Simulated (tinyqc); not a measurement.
Minority carriers and saturation current of a heavily doped emitter: one step of the calculation.

n-type, parabolic bands, full ionisation. eta = (EF - Ec)/kB T solves N = Nc F12(eta), F12(x) = (2/sqrt(pi)) int_0^infinity sqrt(u)/(1 + exp(u - x)) du. The gap shrinks rigidly by dEg = E1 [ln(N/N0) + sqrt(ln^2(N/N0) + 0.5)], an empirical law that is here taken as the true narrowing.

Task. Saturation current. 1/tau = Cn N^2 + 1/ts, D = mup Vt, L = sqrt(D tau); J0 = (q p0 D/L)(s + tanh(W/L))/(1 + s tanh(W/L)), s = S L/D; the share recombining inside is 1 - 1/[cosh(W/L)(1 + tanh(W/L)/s)].

Values chosen for this exercise; band and dielectric values close to those of silicon: temperature T = 250 K; ionised donor density N = 4.1e19 cm^-3; minority-hole mobility mup = 250 cm^2/(V s); Auger coefficient Cn = 3.3e-31 cm^6/s; defect lifetime ts = 1.8 us; emitter width W = 630 nm; recombination velocity at the contact S = 6600 cm/s.

Constants: q = 1.602176634e-19 C, kB = 1.380649e-23 J/K, Vt = kB T/q. Results are converted to the units shown.

p0 = 0.013113030 cm^-3

Find: tau; L; s; J0; share recombining inside.

Result.

tau = 1.8009 ns
L = 984.85 nm
s = 0.12069
J0 = 0.073722 fA/cm^2
share recombining inside = 85.467 %

Most holes recombine inside, since the contact is well passivated.

Range of the model: Band tails, non-parabolic bands and incomplete ionisation are left out.

tinyqc, about 0.01 s, one thread, Intel Xeon 2.30GHz (shared host): `OMP_NUM_THREADS=1 python tinyqc.py 2330034 2330035 out.jsonl`
